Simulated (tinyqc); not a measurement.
Dopants and charged point defects at anneal temperature: Fermi-level effect, clustering and pairing: one step, computed by the program tinyqc.

Boltzmann statistics and full ionisation of active dopants. Energies are counted from the valence band; the defect (a vacancy or self-interstitial) has five charge states, with all degeneracy factors one.

Task: The host at the anneal temperature. E_g = E_g0 - alpha T^2/(T + beta). N_c = 2 M_c (2 pi m_e k_B T/h^2)^(3/2) and N_v = 2 (2 pi m_h k_B T/h^2)^(3/2), masses in units of m_0. n_i = sqrt(N_c N_v) exp(-E_g/2 k_B T); E_i = E_g/2 + (k_B T/2) ln(N_v/N_c).

Inputs (values chosen for the exercise, for a model semiconductor):
```
quantity                 value  unit
gap at 0 K E_g0          0.813    eV
Varshni alpha         0.000443  eV/K
Varshni beta               197     K
electron mass m_e        0.257   m_0
valleys M_c                  4     -
hole mass m_h            0.406   m_0
anneal temperature T       810     K
```

Dopant: acceptor. Second part: clustering of the dopant.

Constants: m_0 = 9.1093837015e-31 kg; k_B = 1.380649e-23 J/K; h = 6.62607015e-34 J s; k_B = 8.617333262e-05 eV/K.

Give: E_g; k_B T; n_i; E_i; effective density of states N_b of the majority band.

Result:

E_g = 0.5244 eV

k_B T = 0.06980 eV

n_i = 9.554e+17 cm^-3

E_i = 0.2377 eV

effective density of states N_b of the majority band = 2.880e+19 cm^-3
